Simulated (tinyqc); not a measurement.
Worked calculation: finite-size error of a charged defect in a periodic cell: Madelung and Makov-Payne terms. Computed by tinyqc, a small Python program that keeps every step. Command: `OMP_NUM_THREADS=1 python tinyqc.py 3019329 3019330 out.jsonl imagecharge walk`. One thread of a shared host (Intel(R) Xeon(R) Processor @ 2.30GHz), about 0.02 s of CPU time with the checks. Intermediate numbers are printed to about 6 digits and carried at full precision; extremes and crossings named in words are read from the listed rows.

L is the cube root of the cell volume. The defect charge is a Gaussian, rho(r) = q (2 pi sigma^2)^(-3/2) exp(-r^2/2 sigma^2), repeated periodically in a uniform neutralising background and screened by a continuum. The model cell energy is E(L) = E_0 + [periodic - isolated electrostatic energy].

Inputs (values chosen for the exercise, for a model uniaxial host):

| quantity | value | unit |
|---|---|---|
| charge q | -3 | e |
| cell length L | 18.6 | angstrom |
| dielectric constant eps_xy | 8.84 | - |
| dielectric constant eps_z | 5.55 | - |
| axis ratio c/a | 0.834 | - |
| width sigma of the defect charge | 2.1 | angstrom |
| formation energy of the isolated defect E_0 | 3.311 | eV |

Supercell lattice: tetragonal. Screening: uniaxial.

scatter added to the six cells, standing for numerical noise (meV): -1.3  3.1  0.93  -5.2  6.2  -0.17

Constants: e^2/(4 pi eps_0) = 14.39964548 eV angstrom.

## The cell

Cell vectors: (1,0,0), (0,1,0), (0,0,c/a), scaled to volume L^3.

cell vectors (rows) (angstrom):
```
         1        2        3
1  19.7602   0.0000   0.0000
2   0.0000  19.7602   0.0000
3   0.0000   0.0000  16.4800
```

nearest image = 16.4800 angstrom

## Madelung energy

Ewald sum for a unit point charge: scale each Cartesian component of the cell by 1/sqrt(eps_i), giving R', G' and V'; E = [ (1/2) sum erfc(eta R')/R' + (2 pi/V') sum exp(-G'^2/4 eta^2)/G'^2 - eta/sqrt(pi) - pi/(2 V' eta^2) ] e^2/(4 pi eps_0) / sqrt(eps_x eps_y eps_z), over n_i = -6..6, omitting n = (0,0,0), eta = 2/V'^(1/3). alpha = -2 E eps_g L/(e^2/(4 pi eps_0)), eps_g = (eps_x eps_y eps_z)^(1/3).

terms for a unit charge (eV): real space 0.001496, reciprocal 0.009110, self -0.115406, background -0.040164

Madelung constant alpha = 2.83477

point-charge correction -q^2 E = 1.30468 eV

Cubic cells have alpha = 2.837 (sc) to 2.888 (fcc, bcc); this cell is near that range.

## Energy of the smeared charge in the cell

Periodic energy of the Gaussian: (2 pi q^2/V) sum_(G != 0) exp(-sigma^2 G^2)/(G.eps.G) x e^2/(4 pi eps_0), n_i = -k..k with k = max(9, L/sigma rounded up). Isolated energy: q^2/(2 sqrt(pi) sigma) <1/(n.eps.n)> e^2/(4 pi eps_0), the mean over directions n (64 Gauss-Legendre points in cos(theta)).

periodic energy = 1.05848 eV

isolated energy = 2.28877 eV

finite-size error = -1.23029 eV

E(L) = 2.08071 eV

## A series of cells

Cells of the same shape with L scaled by 0.7, 0.85, 1, 1.25, 1.5 and 2; the scatter is added to E(L). The point-charge correction scales as 1/L from its value at the input L.

Scaling data:

| L (angstrom) | 1/L (1/angstrom) | E(L) (eV) | E(L) + point-charge correction (eV) |
|---|---|---|---|
| 13.02 | 0.0768049 | 1.66470 | 3.52852 |
| 15.81 | 0.0632511 | 1.90075 | 3.43566 |
| 18.60 | 0.0537634 | 2.08164 | 3.38632 |
| 23.25 | 0.0430108 | 2.30002 | 3.34376 |
| 27.90 | 0.0358423 | 2.46934 | 3.33913 |
| 37.20 | 0.0268817 | 2.66772 | 3.32006 |

## Ways to reach the isolated limit

Least-squares fits of E(L) to a + b/L, a + c/L^3 or a + b/L + c/L^3; the estimate is a, and errors are against E_0.

Estimates of E_0:

| way | estimate (eV) | error (meV) |
|---|---|---|
| largest cell, uncorrected | 2.66772 | -643.275 |
| largest cell, point-charge term | 3.32006 | 9.063 |
| 1/L fit, three smallest | 3.04843 | -262.568 |
| 1/L fit, all six | 3.18671 | -124.294 |
| 1/L^3 fit, all six | 2.54252 | -768.480 |
| 1/L and 1/L^3, three smallest | 3.25368 | -57.322 |
| 1/L and 1/L^3, all six | 3.31200 | 0.999 |
| corrected data, 1/L^3 fit | 3.31164 | 0.638 |

coefficient b of the full fit = -24.2784 eV angstrom

Best here: corrected data, 1/L^3 fit (+0.6 meV); worst: 1/L^3 fit, all six (-768 meV). The fitted b is 100.0 % of the Madelung value -q^2 alpha e^2/(8 pi eps_0 eps_g), so such a fit also measures the screening. A pure 1/L fit lands below E_0, because the positive 1/L^3 term flattens the small-cell points.

## One dielectric constant for an anisotropic host?

The same sum with an isotropic constant in place of the tensor, the means being taken over (eps_xy, eps_xy, eps_z); errors against the tensor result.

Point-charge correction:

| constant | value | correction (eV) | error (meV) |
|---|---|---|---|
| eps_xy | 8.84000 | 1.10570 | -198.977 |
| eps_z | 5.55000 | 1.76115 | 456.475 |
| arithmetic mean | 7.74333 | 1.26230 | -42.379 |
| geometric mean | 7.56948 | 1.29129 | -13.387 |
| harmonic mean | 7.38144 | 1.32418 | 19.507 |

The tensor gives 1.3047 eV. Closest is geometric mean (-13.4 meV) and furthest eps_z (+456.5 meV); anisotropy also changes the effective shape of the cell, which no single constant captures.

Checks made by the program: the same sum with another eta (relative difference below 1e-10).
